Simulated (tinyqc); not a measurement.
Global model of a low-pressure process discharge: electron temperature, density, ion flux and ion energy: one step, computed by the program tinyqc. Command: `OMP_NUM_THREADS=1 python tinyqc.py 3114241 3114242 out.jsonl plasma walk`. One thread of a shared host (Intel(R) Xeon(R) Processor @ 2.30GHz), about 0.01 s of CPU time with the checks.

Maxwellian electrons with temperature T_e in eV, one positive ion, no negative ions, uniform bulk density n; rate constants have the Arrhenius form.

Question. Geometry factors. n_g = p/(k_B T_g); lambda_i = 1/(n_g sigma); h_L = 0.86/sqrt(3 + L/(2 lambda_i)), h_R = 0.8/sqrt(4 + R/lambda_i); A_eff = 2 pi R^2 h_L + 2 pi R L h_R; d_eff = pi R^2 L/A_eff.

Inputs (values chosen for the exercise, of the order of those of an inductive discharge in a simple atomic gas): ion-neutral cross section = 1e-18 m^2; pressure p = 5.7 Pa; gas temperature T_g = 600 K; radius R = 22 cm; height L = 10 cm.

Constants: k_B = 1.380649e-23 J/K.

Give: gas density n_g; ion mean free path; h_L; h_R; A_eff; d_eff.

Answer.

gas density n_g = 6.881e+20 1/m^3

ion mean free path = 0.1453 cm

h_L = 0.1406

h_R = 0.06418

A_eff = 516.3 cm^2

d_eff = 29.45 cm

Caution: at so short an ion path the formulas for h_L and h_R give way to the ambipolar-diffusion limit.
